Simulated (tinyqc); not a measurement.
Carrier lifetime from Shockley-Read-Hall, radiative, Auger and surface recombination: one step, computed by the program tinyqc. Command: `OMP_NUM_THREADS=1 python tinyqc.py 3026130 3026131 out.jsonl lifetime walk`. One thread of a shared host (Intel(R) Xeon(R) Processor @ 2.30GHz), about 0.02 s of CPU time with the checks.

Energies are counted from the top of the valence band. Boltzmann statistics, full ionisation, and equal excess densities of electrons and holes.

Task: Surface lifetime. The slowest diffusion mode has x tan x = S W/(2 D) with 0 < x < pi/2 (bisection), and tau_s = W^2/(4 x^2 D). The common approximation is W/(2 S) + W^2/(pi^2 D).

Inputs (values chosen for the exercise, with bands modelled on CdTe): diffusion coefficient D = 20 cm^2/s; surface velocity S = 1300 cm/s; thickness W = 2.9 micrometre.

Doping: n-type. Surface term: two equal surfaces.

Give: x; tau_s; approximate tau_s.

Result:

x = 0.096930

tau_s = 1.1189e-07 s

approximate tau_s = 1.1196e-07 s

The approximation is off by 0.067 %. Recombination at the surfaces limits: tau_s is close to W/2S.
